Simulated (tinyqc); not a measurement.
Lifetime from the storage time.

Inverse problem. In the charge-control model of a long diode dQ/dt = -Ir - Q/tau after the current is switched from If to -Ir, with Q(0) = If tau; the storage time ends at Q = 0. Find tau, the stored charge and the share of it that leaves through the terminals.

forward and reverse current (mA): [14, 28]
storage time = 729.83719 ns

Solution. Integrating gives ts = tau ln(1 + If/Ir). The extracted charge is Ir ts; the rest recombines.

tau = 1800 ns
stored charge = 25.20 nC
share extracted = 81.09 %

Program tinyqc, `OMP_NUM_THREADS=1 python tinyqc.py 2230107 2230108 out.jsonl`; Intel Xeon 2.30GHz, shared host, one thread, about 0.01 s.
